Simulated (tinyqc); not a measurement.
# Worked calculation: short-channel transistor, virtual-source model with series resistance

Numbers from tinyqc (`OMP_NUM_THREADS=1 python tinyqc.py 2380171 2380172 out.jsonl`; about 0.02 s on one thread of a shared Intel Xeon 2.30GHz). Printed values are rounded.

The current per gate width is the charge at the top of the source barrier (the virtual source) times its velocity times a saturation function; al and be are fitting constants of the model. Units: I in uA/um, Rs in ohm um, so I Rs = 1e-6 I Rs in volts; Q in uC/cm^2, so I = 1e-4 Q vx0 Fsat with vx0 in cm/s.

Parameters, values chosen for the exercise: temperature T = 325 K; inversion capacitance Cinv = 1.83 uF/cm^2; velocity at the virtual source vx0 = 3.56e7 cm/s; apparent mobility mu = 1100 cm^2/(V s); channel length L = 32 nm; threshold at zero drain voltage VT0 = 0.45 V; drain-induced barrier lowering dl = 0.043 V/V; subthreshold factor n0 = 1.18; growth of n with drain voltage nd = 0 1/V; threshold shift (in units of Vt) from weak to strong inversion al = 3.5; sharpness of saturation be = 1.8; series resistance of each contact Rs = 30 ohm um; gate voltage Vgs = 0.8 V; drain voltage Vds = 0.05 V.

Constants: q = 1.602176634e-19 C, kB = 1.380649e-23 J/K, Vt = kB T/q. Results are converted to the units shown.

## Iteration 1: current through the series resistance

I at the start = 0 uA/um

Intrinsic voltages Vg' = Vgs - I Rs, Vd' = Vds - 2 I Rs. n = n0 + nd Vd', VT = VT0 - dl Vd', Ff = 1/(1 + exp((Vg' - VT + al Vt/2)/(al Vt))), Q = Cinv n Vt ln(1 + exp((Vg' - VT + al Vt Ff)/(n Vt))), Vdsat = (vx0 L/mu)(1 - Ff) + Vt Ff, Fsat = u/(1 + u^be)^(1/be) with u = Vd'/Vdsat, and I(out) = Q vx0 Fsat per width. (Fsat takes the sign of u.) I(new) = I + 0.5 (I(out) - I).

Vg' = 0.8 V
Vd' = 0.05 V
VT = 0.4478500 V
Ff = 0.01642233
Q = 0.6473817 uC/cm^2
Vdsat = 0.1023228 V
Fsat = 0.4268520
I(out) = 983.7567 uA/um
I after iteration 1 = 491.8784 uA/um

## Iteration 2: current through the series resistance

As before.

Vg' = 0.7852436 V
Vd' = 0.02048730 V
VT = 0.4491190 V
Ff = 0.01928286
Q = 0.6185692 uC/cm^2
Vdsat = 0.1021067 V
Fsat = 0.1947134
I(out) = 428.7796 uA/um
I after iteration 2 = 460.3290 uA/um

## Course of the iteration: current through the series resistance

Stop when I changes by less than 1e-7 uA/um, or after 80 iterations.

Course of the iteration:
```
iteration  I (uA/um)  |change| (uA/um)
1           491.8784               492
2           460.3290              31.5
3           463.8549              3.53
4           463.4686             0.386
5           463.5110            0.0424
6           463.5064           4.66e-3
7           463.5069           5.11e-4
8           463.5068           5.61e-5
9           463.5068           6.16e-6
10          463.5068           6.76e-7
11          463.5068           7.42e-8
```

Converged in 11 iterations. At the end each change is about 0.11 times the one before, with alternating sign: linear convergence.

## What the series resistance costs

converged I = 463.5068 uA/um
I0 = 983.7567 uA/um

Intrinsic voltages Vg' = Vgs - I Rs, Vd' = Vds - 2 I Rs. n = n0 + nd Vd', VT = VT0 - dl Vd', Ff = 1/(1 + exp((Vg' - VT + al Vt/2)/(al Vt))), Q = Cinv n Vt ln(1 + exp((Vg' - VT + al Vt Ff)/(n Vt))), Vdsat = (vx0 L/mu)(1 - Ff) + Vt Ff, Fsat = u/(1 + u^be)^(1/be) with u = Vd'/Vdsat, and I = Q vx0 Fsat per width. I0 is the current for Rs = 0. Effective velocity I/Q; transit time L Q/I.

loss against I0 = 52.88400 %
effective velocity = 7.473158e6 cm/s
transit time = 0.4281991 ps

The carriers leave the virtual source at 21.0 % of vx0: Vd' is not large against Vdsat.
